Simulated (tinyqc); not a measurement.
From results back to parameters: Koster-Slater impurity in an sp3s* host.

Problem. In the Koster-Slater model a defect shifts the s level of its site by Vs and the p levels by Vp; an A1 level solves 1/Vs = G_s(E) and a T2 level 1/Vp = G_p(E), E from the top of the valence band. A defect has an A1 level at E = 0.6826 eV, one of the energies of the table, and a T2 level at 0.0975 eV.

G(E) of the host (1/eV):

| E (eV) | G_s | G_p |
|---|---|---|
| 0.0000 | -0.1330122 | 0.0242125 |
| 0.0975 | -0.1537819 | -0.0035853 |
| 0.1950 | -0.1786028 | -0.0274499 |
| 0.2925 | -0.2090520 | -0.0512377 |
| 0.3900 | -0.2476660 | -0.0770310 |
| 0.4875 | -0.2988760 | -0.1071128 |
| 0.5851 | -0.3714090 | -0.1452362 |
| 0.6826 | -0.4863361 | -0.1996539 |
| 0.7801 | -0.7306288 | -0.2991825 |

Find: Vs, Vp.

Solution. Read G_s and G_p at the two energies and invert them. Vs is attractive and pulls its level down from the conduction bands. Vp is attractive and pulls its level down from the conduction bands.

Vs, Vp (eV): -2.1  -278.9

Run: tinyqc, `OMP_NUM_THREADS=1 python tinyqc.py 1450990 1450991 out.jsonl`; Intel(R) Xeon(R) Processor @ 2.30GHz, one thread, shared host; about 0.03 s of CPU time with all checks.
